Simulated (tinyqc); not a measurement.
Solid solubility of a dopant against its melt (retrograde solidus), clustering and the electrically active fraction. Changing the enthalpy of transfer from melt to solid H. Computed by tinyqc, a small Python program. Command: `OMP_NUM_THREADS=1 python tinyqc.py 3007305 3007306 out.jsonl retro sweep`. One thread of a shared host (Intel(R) Xeon(R) Processor @ 2.30GHz), about 0.01 s of CPU time with the checks.

Inputs (values chosen for the exercise, of the order of those of antimony in silicon for the solubility):

| quantity | value | unit |
|---|---|---|
| melting point of the host T_m | 1687 | K |
| heat of melting of the host H_f | 50.2 | kJ/mol |
| interaction L of the melt | 3.7 | kJ/mol |
| entropy of transfer S | 0.98 | k_B |
| site density N0 | 5e+22 | 1/cm^3 |
| temperature T | 1583 | K |

Constants: R = 8.314462618 J/(mol K); k_B = 8.617333262e-05 eV/K; e = 1.602176634e-19 C; N_A = 6.02214076e+23 1/mol.

Method. x_l and x_s are atom fractions of the dopant in melt and solid; the solid is dilute. Liquidus of the host: R T ln(1 - x_l) + L x_l^2 = -H_f (1 - T/T_m). Distribution: k = x_s/x_l = exp[L (1 - x_l)^2/(R T)] exp(S/k_B - H/(k_B T)), the first factor being the activity coefficient in the melt. Solubility = x_s N0; at T_m x_l = 0. The largest x_s N0 between 900 K and T_m. For an ideal melt with constant heats the maximum has x_l = H_f/(H + H_f), H in the same units.

One run for each value:

| enthalpy of transfer from melt to solid H (eV) | temperature of the maximum (K) | largest solubility (1/cm^3) | k at the melting point | x_l there |
|---|---|---|---|---|
| 0.366 | 1380.4 | 3.8666e+21 | 0.27975 | 0.59745 |
| 0.481 | 1422.4 | 1.4931e+21 | 0.12683 | 0.52916 |
| 0.596 | 1453.6 | 5.9051e+20 | 0.05750 | 0.47465 |
| 0.711 | 1477.8 | 2.3764e+20 | 0.02607 | 0.43019 |
| 0.826 | 1497.2 | 9.6908e+19 | 0.01182 | 0.39326 |
| 0.941 | 1513.2 | 3.9937e+19 | 0.00536 | 0.36211 |
| 1.060 | 1527.1 | 1.6103e+19 | 0.00236 | 0.33464 |
| 1.170 | 1538.0 | 7.0016e+18 | 0.00111 | 0.31269 |

Over the rows, temperature of the maximum (K) rises from 1380 to 1540 (exponent d ln y / d ln x 0.11 between the first rows and 0.072 between the last); largest solubility (1/cm^3) falls from 3.87e21 to 7.00e18 (exponent d ln y / d ln x -3.5 between the first rows and -8.4 between the last); k at the melting point falls from 0.280 to 0.00111 (exponent d ln y / d ln x -2.9 between the first rows and -7.7 between the last). The larger H, the smaller k and the nearer to T_m the maximum: fast-falling solubility peaks early.

Caution (rows 0.366, 0.481): the solid is no longer dilute, and its own lowering of the liquidus is left out.

Extremes, crossings and ranges named in words are read from the listed rows.
